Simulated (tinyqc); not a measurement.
# Raman line shape of confined optical phonons and breathing modes of small crystals, step by step

A worked calculation. Computed by tinyqc, a small Python program that keeps every step. Command: `OMP_NUM_THREADS=1 python tinyqc.py 3010475 3010476 out.jsonl confine walk`. One thread of a shared host (Intel(R) Xeon(R) Processor @ 2.30GHz), about 0.02 s of CPU time with the checks. Intermediate numbers are printed to about 7 digits and carried at full precision; extremes and crossings named in words are read from the listed rows.

Confinement in 3 direction(s) lets phonons with q away from zero scatter light. q is in units of 2 pi/a, from 0 to 1, and the branch is isotropic: omega(q)^2 = (omega_0^2 + omega_X^2)/2 + ((omega_0^2 - omega_X^2)/2) cos(pi q). The model and its constant beta are phenomenological; beta = 8 is the common choice.

Inputs (values chosen for the exercise, modelled on silicon):

| quantity | value | unit |
|---|---|---|
| bulk frequency omega_0 | 521 | 1/cm |
| frequency at the zone boundary omega_X | 411 | 1/cm |
| natural width Gamma_0 | 3.3 | 1/cm |
| lattice constant a | 5.431 | angstrom |
| size L | 6 | nm |
| confinement constant beta | 3 | - |
| probe offset omega - omega_0 | -2.3 | 1/cm |
| longitudinal velocity | 9080 | m/s |
| transverse velocity | 5330 | m/s |

Shape: sphere.

Constants: c = 299792458 m/s.

## Range of wave vectors

Weight W(q) = q^2 exp(-(2 L q/a)^2/(2 beta)) dq, that is exp(-k^2 L^2/(2 beta pi^2)) for k = 2 pi q/a. Width q_c = a sqrt(2 beta)/(2 L), where the exponential falls to 1/e; curvature of the branch: omega(q) = omega_0 - c q^2, c = pi^2 (omega_0^2 - omega_X^2)/(8 omega_0); for small q_c the mean of q^2 is (number of confined directions) q_c^2/2, and the mean shift is -c times that.

q_c = 0.1108598 2 pi/a

curvature c = 242.7620 1/cm

mean shift, quadratic estimate = -4.475280 1/cm

omega(q_c) - omega_0 = -2.961904 1/cm

## Intensity at one frequency

I(omega) = int W(q) / [(omega - omega(q))^2 + (Gamma_0/2)^2] dq / int W dq x (Gamma_0/2)^2, by 400 Gauss-Legendre points on 0 < q < min(1, 2.5 a sqrt(2 beta)/L). Bulk Lorentzian 1/(1 + (2 offset/Gamma)^2); mean shift = weighted mean of omega(q) less the bulk frequency.

I at the probe offset = 0.4937942

bulk Lorentzian there = 0.3397816

mean shift, from the weights = -4.394211 1/cm

## Peak, width and asymmetry

The peak is the maximum of I; the width is taken between the half-maximum points, and the asymmetry is the low-side half-width over the high-side one.

peak shift = -2.4812 1/cm

full width = 7.9334 1/cm

asymmetry = 1.7898

peak height (bulk = 1) = 0.4947

The peak moves 56 % as far as the mean: the tail on the low side carries the rest. A shift without broadening or asymmetry would point to stress, not size.

## Line shape against size

The formulas are those given above.

Line shape:

| L (nm) | peak shift (1/cm) | full width (1/cm) | asymmetry | mean shift, quadratic estimate (1/cm) |
|---|---|---|---|---|
| 3 | -7.5398 | 23.637 | 2.4476 | -17.90112 |
| 3.6 | -5.5107 | 17.196 | 2.3244 | -12.43133 |
| 4.4 | -3.98 | 12.393 | 2.1352 | -8.321802 |
| 5.5 | -2.8249 | 8.9153 | 1.8884 | -5.325954 |
| 7 | -1.9779 | 6.5694 | 1.6211 | -3.287961 |
| 10 | -1.1697 | 4.6753 | 1.3002 | -1.611101 |
| 15 | -0.61781 | 3.7369 | 1.0916 | -0.7160449 |
| 25 | -0.24881 | 3.3748 | 1.0101 | -0.2577762 |

The peak shift falls with exponent -1.72 at the small end and -1.78 at the large end. For still larger L it tends to the mean shift, which goes as 1/L^2; the ratio is 0.42 in the first row and 0.97 in the last. The width exceeds Gamma_0 by over 10 % for L up to 15 nm. In a sphere the factor q^2 removes the weight at q = 0, so the peak itself moves strongly.

## Breathing mode of the free sphere

Lamb: with s = omega R/v_L, R = L/2, the lowest radial mode solves tan(s)/s = 1/(1 - s^2 v_L^2/(4 v_T^2)), s between pi/2 and pi; wavenumber = s v_L/(2 pi c R).

root s = 2.536604

breathing frequency = 1221.905 GHz

breathing wavenumber = 40.75836 1/cm

Checks made by the program: mean shift of a large crystal against the quadratic estimate (relative difference 2e-05).
